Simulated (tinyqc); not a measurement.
# Implanted layer, carriers, mobility and sheet resistance with incomplete ionisation, step by step

Numbers from tinyqc (`OMP_NUM_THREADS=1 python tinyqc.py 2110110 2110111 out.jsonl`; about 0.01 s on one thread of a shared Intel Xeon 2.30GHz). Printed values are rounded.

An n-type layer from the surface x = 0 to the junction xj, N(x) = N0 exp(-(x - Rp)^2/(2 sg^2)). Local neutrality (no depletion at surface or junction, no spilling of carriers), intrinsic carriers neglected, Boltzmann statistics.

Parameters, values chosen for the exercise; values close to those of arsenic in silicon over a p-type background: temperature T = 300 K; background doping of the opposite type Nb = 1.1e14 cm^-3; peak chemical concentration N0 = 1.7e17 cm^-3; mobility limit at high doping m1 = 52.3 cm^2/(V s); mobility limit at low doping, at 300 K m2 = 1440 cm^2/(V s); reference doping of the mobility law Nr = 9.72e16 cm^-3; exponent of the mobility law am = 0.697; temperature exponent of m2 bt = 2.4; solubility limit of active dopant Ns = 2.05e20 cm^-3; conduction-band density of states at T NB = 2.73e19 cm^-3; ionisation energy in the dilute limit Ei = 0.0532 eV; degeneracy factor of the level gd = 2; lowering of Ei per N^(1/3) ks = 0 eV cm; straggle after annealing sg = 71 nm; projected range Rp = 40 nm.

Constants: q = 1.602176634e-19 C, kB = 1.380649e-23 J/K, Vt = kB T/q. Results are converted to the units shown.

## Junction depth and local values

xj = Rp + sg sqrt(2 ln(N0/Nb)); 14 equal steps from 0 to xj. Active dopant A = min(N, Ns); n solves n (n + Nb)/(A - Nb - n) = K, K = (NB/gd) exp(-E/Vt), E = max(Ei - ks A^(1/3), 0), so n = 2 K (A - Nb)/[Nb + K + sqrt((Nb + K)^2 + 4 K (A - Nb))]; mobility mu = m1 + (m2 (T/300 K)^(-bt) - m1)/(1 + ((A + Nb)/Nr)^am).

xj = 312.0898 nm

```
point    x (nm)    N (cm^-3)    A (cm^-3)  n (1e17 cm^-3)  mu (cm^2/(V s))
0        0.0000  1.450531e17  1.450531e17        1.345507         649.7912
1       22.2921  1.647941e17  1.647941e17        1.515083         619.7591
2       44.5843  1.696460e17  1.696460e17        1.556333         612.9925
3       66.8764  1.582462e17  1.582462e17        1.459150         629.2551
4       89.1685  1.337551e17  1.337551e17        1.247158         669.0763
5      111.4606  1.024412e17  1.024412e17        0.969356         733.1926
6      133.7528  7.109301e16  7.109301e16        0.683028         821.1151
7      156.0449  4.470606e16  4.470606e16        0.435076         928.9435
8      178.3370  2.547378e16  2.547378e16        0.250036         1047.488
9      200.6292  1.315249e16  1.315249e16        0.129455         1162.906
10     222.9213  6.153325e15  6.153325e15        0.060221         1261.203
11     245.2134  2.608551e15  2.608551e15        0.024948         1334.043
12     267.5056  1.002020e15  1.002020e15        0.008915         1381.089
13     289.7977  3.487713e14  3.487713e14        0.002387         1407.584
14     312.0898       1.1e14       1.1e14        0.000000         1420.394
```

At the point of highest doping 91.8 % of the net active dopant gives free carriers. The mobility runs from 613 to 1420 cm^2/(V s).

## Sheet quantities by the trapezoid rule

Dose = integral of N, carrier sheet density = integral of n, 1/Rs = q integral of n mu, mean mobility 1/(q Rs sheet density), Hall mobility (unit Hall factor) = integral of n mu^2 over integral of n mu, Hall sheet density = (integral of n mu)^2/integral of n mu^2; all from 0 to xj.

dose = 2.1534e12 cm^-2
carrier sheet density = 2.0094e12 cm^-2
Rs = 4447.2 ohm/square
mean mobility = 698.46 cm^2/(V s)
Hall mobility = 723.54 cm^2/(V s)
Hall sheet density = 1.9398e12 cm^-2

Carriers make up 93.3 % of the dose. A Hall measurement weights the mobile tail, so its sheet density is 3.5 % below the true one. With 4000 steps Rs = 4442 ohm/square; the coarse value is 0.12 % above it.
